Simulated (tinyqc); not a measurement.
From a target wavelength to the width: optical transitions of a finite quantum well. Three cases, with inputs chosen for the exercise.

Problem. Which width puts the e1-hh1 edge, hc/(Eg + e1 + hh1), at the wavelength below?

Each carrier sees a square well of width L with its own depth V and masses m (inside), mb (outside); c = hbar^2/2m0, k = sqrt(m E/c), kappa = sqrt(mb (V - E)/c), and level n solves k L + 2 atan[(k/m)/(kappa/mb)] = n pi. The envelope is cos(kz) for odd n and sin(kz) for even n inside, joins exp(-kappa (|z| - L/2)) outside, and is normalised to 1. Excitons and band mixing are left out.

Constants: hbar^2/2m0 = 3.80998211 eV angstrom^2; hc = 1239.841984 eV nm.

Case 1.

Values chosen (near those of a GaAs well in AlGaAs; shifted at random, so the results belong to these values and not to a real crystal): Eg = 1.535 eV (gap of the well); Vc = 0.259 eV (conduction offset); Vv = 0.139 eV (valence offset); me = 0.0675 m0 (electron, well); meb = 0.0936 m0 (electron, barrier); mh = 0.35 m0 (heavy hole along z, well); mhb = 0.396 m0 (heavy hole, barrier).

edge wavelength = 790.955 nm

Case 2.

Values chosen (near those of an InGaAs well in InP; shifted at random, so the results belong to these values and not to a real crystal): Eg = 0.812 eV (gap of the well); Vc = 0.236 eV (conduction offset); Vv = 0.332 eV (valence offset); me = 0.0409 m0 (electron, well); meb = 0.0799 m0 (electron, barrier); mh = 0.378 m0 (heavy hole along z, well); mhb = 0.516 m0 (heavy hole, barrier).

edge wavelength = 1475.671 nm

Case 3.

Values chosen (near those of a GaAs well in AlGaAs; shifted at random, so the results belong to these values and not to a real crystal): Eg = 1.532 eV (gap of the well); Vc = 0.324 eV (conduction offset); Vv = 0.167 eV (valence offset); me = 0.0665 m0 (electron, well); meb = 0.1002 m0 (electron, barrier); mh = 0.363 m0 (heavy hole along z, well); mhb = 0.416 m0 (heavy hole, barrier).

edge wavelength = 781.967 nm

Find: e1 + hh1 needed; L; e1; hh1.

Solution. Both confinement energies fall steadily with L, so their sum meets the target once; bisection in L finds it.

Case 1.

e1 + hh1 needed = 32.5 meV
L = 111.0 angstrom
e1 = 26.2 meV
hh1 = 6.4 meV

Case 2.

e1 + hh1 needed = 28.2 meV
L = 141.0 angstrom
e1 = 24.0 meV
hh1 = 4.2 meV

Case 3.

e1 + hh1 needed = 53.5 meV
L = 82.0 angstrom
e1 = 43.0 meV
hh1 = 10.5 meV

Computed by tinyqc, one run a case: `OMP_NUM_THREADS=1 python tinyqc.py N N+1 out.jsonl` with N = 1252095, 1252146, 1252147; one thread of a shared Intel(R) Xeon(R) Processor @ 2.30GHz, about 0.3 s a run at most.
